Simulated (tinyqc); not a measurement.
From results to parameters: diatomic chain. Computed by the program tinyqc.

Problem. A chain of two alternating masses has one spring constant k; at the zone edge omega^2 = 2k/M and 2k/m, and wavenumber = 521.4708 sqrt(omega^2) with omega^2 in eV/(angstrom^2 u). Find k, the heavier mass and the optical wavenumber at q = 0.

wavenumbers at the zone edge (cm^-1): 174.445956  234.718289
lighter mass = 38.500000 u

Solution. The upper value gives k = m omega^2/2, the ratio of the squares gives M/m, and at q = 0 omega^2 = 2k (1/m + 1/M), the sum of the two.

k = 3.9000 eV/angstrom^2
heavier mass = 69.7000 u
optical wavenumber at q = 0 = 292.445 cm^-1
